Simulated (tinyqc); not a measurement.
## Thermoelectric coefficients with electrons and holes, Landauer integrals: effect of the Fermi level

Bulk parabolic band, x = (E - Ec)/kB T, C = hbar^2/(2 m0), kB T in eV. Modes per area gv m kB T x/(4 pi C) times the back-scattering length l0 x^rr give the transport function s0 X(x), s0 = (2 q^2/h) gv m kB T l0/(4 pi C), X = x^(1 + rr). Holes have the same form with the prefactor bb s0 and the reduced level -eta - xg in place of eta. I_k = int X (x - eta)^k w dx, w = 1/(4 cosh^2((x - eta)/2)).

sigma = s0 I_0, S = -(kB/q) I_1/I_0, Lorenz number L = (kB/q)^2 [I_2/I_0 - (I_1/I_0)^2], kappa_e = L sigma T. With both bands: sigma = sigma_n + sigma_p, S = (sigma_n S_n + sigma_p S_p)/sigma with S_p = +(kB/q) I_1/I_0 of the holes, and kappa_e is the sum of L sigma T of both bands and the bipolar term sigma_n sigma_p (S_p - S_n)^2 T/sigma. Power factor S^2 sigma, ZT = S^2 sigma T/(kappa_e + kL). The integrals are converged.

Inputs (values chosen for the exercise):

| symbol | value | unit | meaning |
|---|---|---|---|
| T | 400 | K | temperature |
| m | 0.56 | m0 | mass of one valley |
| gv | 6 |  | valleys |
| l0 | 2.3 | nm | back-scattering length at x = 1 |
| rr | 0 |  | energy exponent of that length |
| kL | 2.7 | W/(m K) | lattice thermal conductivity |
| xg | 3.9 |  | gap over kB T |
| bb | 0.42 |  | ratio of the hole prefactor to the electron prefactor |

Constants: q = 1.602176634e-19 C, kB = 1.380649e-23 J/K, hbar = 1.054571817e-34 J s, h = 6.62607015e-34 J s, m0 = 9.1093837015e-31 kg, Vt = kB T/q, hbar^2/(2 m0) = 0.0380998212 eV nm^2. Results are converted to the units shown.

Effect of the Fermi level:
```
eta	sigma (S/cm)	S (uV/K)	kappa_e (W/(m K))	power factor (mW/(m K^2))	ZT
-5.9	386.3	110.0	0.3162	0.4671	0.06195
-4.9	241.0	141.0	0.2360	0.4789	0.06525
-3.9	134.1	158.5	0.2508	0.3371	0.04570
-2.9	79.81	70.81	0.3678	0.04002	0.005218
-1.9	83.07	-150.6	0.3690	0.1884	0.02456
-0.9	155.9	-225.8	0.2582	0.7944	0.1074
0.1	324.2	-191.2	0.2769	1.185	0.1592
1.1	599.3	-144.9	0.4433	1.257	0.1600
2.1	955.5	-108.9	0.7260	1.133	0.1323
3.1	1356	-83.88	1.088	0.9537	0.1007
4.1	1775	-66.74	1.496	0.7904	0.07535
```

sigma goes from 386 through a minimum of 79.8 (at eta = -2.9 among the rows listed) to 1770 S/cm, and S moves up and down between -226 and 159 uV/K. Among the rows the power factor is largest at eta = 1.1 and ZT, 0.160, at eta = 1.1, where S = -145 uV/K. S changes sign inside the gap, where the electron and hole terms cancel.

Range of the model: Parabolic bands, elastic scattering and a fixed kL make these model figures, not those of a material.

Numbers from tinyqc (`OMP_NUM_THREADS=1 python tinyqc.py 2800036 2800037 out.jsonl`; about 0.03 s on one thread of a shared Intel Xeon 2.30GHz).
